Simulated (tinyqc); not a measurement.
Stepped quantum well by finite differences: sweeps and comparisons. A value that a table varies takes the place of the one given here.

Finite differences on points z_i at the centres of cells of width h: H_ii = (c/h^2)(1/m_(i-1/2) + 1/m_(i+1/2)) + V_i, H_(i,i+1) = -(c/h^2)/m_(i+1/2), where m_(i+1/2) is the mean of the masses at the two points (the end values are repeated outwards), psi = 0 on the points beyond both ends, c = hbar^2/2m0. The field adds e F (z - z0) with z0 the middle of the structure; 1 kV/cm = 1e-5 eV/angstrom.

Constants: hbar^2/2m0 = 3.80998211 eV angstrom^2.

Values chosen for the exercise (near those of an InGaAs well in InP; the results hold for these values, not for the real material): layers = ((88, 0.255, 0.0811), (44, 0, 0.04), (66, 0.105, 0.0569), (88, 0.255, 0.0811)) (each layer: thickness in angstrom, band edge in eV, mass in m0); hf = 1.375 angstrom (cell width of the fine grid); Fs = (0, 8.33, 16.7, 25, 33.3, 41.7, 50) kV/cm (fields); F = 40 kV/cm (field along z).

## Stark shift

Fine grid. Perturbation theory: dE1 = e F z_11 - beta (e F)^2 with beta = sum_j z_1j^2/(E_j - E_1) over the 13 next levels at zero field, z from z0.

Levels against field:

| F (kV/cm) | E1 (eV) | E2 (eV) | dE1 (meV) | second order (meV) | <z - z0> (angstrom) | E2 - E1 (meV) |
|---|---|---|---|---|---|---|
| 0 | 0.0795 | 0.1841 | 0.00 | 0.00 | -22.0 | 104.6 |
| 8.33 | 0.0777 | 0.1858 | -1.87 | -1.87 | -22.9 | 108.1 |
| 16.7 | 0.0757 | 0.1875 | -3.82 | -3.82 | -23.6 | 111.7 |
| 25.0 | 0.0737 | 0.1890 | -5.81 | -5.83 | -24.4 | 115.3 |
| 33.3 | 0.0717 | 0.1905 | -7.86 | -7.90 | -25.1 | 118.9 |
| 41.7 | 0.0695 | 0.1919 | -9.99 | -10.08 | -25.7 | 122.4 |
| 50.0 | 0.0674 | 0.1932 | -12.15 | -12.30 | -26.3 | 125.8 |

z_11 = -22.04 angstrom
beta = 5114 angstrom^2/eV

The state sits -22.0 angstrom off the middle at zero field, so the shift starts linearly in F. At 50 kV/cm E1 has moved by -12.15 meV, where second order gives -12.30 meV; they differ by 1.2 % there. The electron moves by -4.3 angstrom, against the rise of the potential. From 50 kV/cm on E2 lies above the lowest point of the outer barrier, so it is a resonance or a state of the finite grid, held or pushed up by its ends. E2 - E1 grows with the field; the ends are 104.6 and 125.8 meV.

## Order of mass and momentum

Fine grid. Hermitian kinetic operators m^a p m^b p m^a with 2a + b = -1: H_ii = (c/h^2) m_i^(2a) (m_(i-1/2)^b + m_(i+1/2)^b) + V_i, H_(i,i+1) = -(c/h^2) m_i^a m_(i+1)^a m_(i+1/2)^b; BenDaniel-Duke is a = 0. The halved form has H_ii = 2c/(h^2 m_i) + V_i and H_(i,i+1) = -(c/2h^2)(1/m_i + 1/m_(i+1)). The shifts are measured against BenDaniel-Duke; the last column repeats E1 with cells of hf/4.

Levels (eV):

| operator | E1 | E2 | E1 - E1(BDD) (meV) | E1 at hf/4 |
|---|---|---|---|---|
| BenDaniel-Duke | 0.0700 | 0.1916 | 0.0 | 0.0700 |
| (1/m) p^2 + p^2 (1/m), halved | -0.0289 | 0.1341 | -98.9 | -1.9295 |
| m^(-1/2) p^2 m^(-1/2) | 0.0952 | 0.2022 | 25.2 | 0.0952 |
| m^(-1/4) p m^(-1/2) p m^(-1/4) | 0.0829 | 0.1965 | 12.9 | 0.0830 |
| one mass, the smallest | 0.0838 | 0.2123 | 13.9 | 0.0839 |

The three forms m^a p m^b p m^a span 25.2 meV in E1, 21 % of E2 - E1; they differ only at the mass steps (largest to smallest mass 2.03), where m^a psi is the continuous quantity. Dropping the mass step altogether moves E1 by +13.9 meV. Refining the grid moves the halved form by -1900.6 meV, against at most 0.06 meV for the other three: at an abrupt step it has no limit as the grid is refined.

tinyqc: `OMP_NUM_THREADS=1 python tinyqc.py 1250486 1250487 out.jsonl`; about 0.01 s, one thread, shared Intel(R) Xeon(R) Processor @ 2.30GHz.
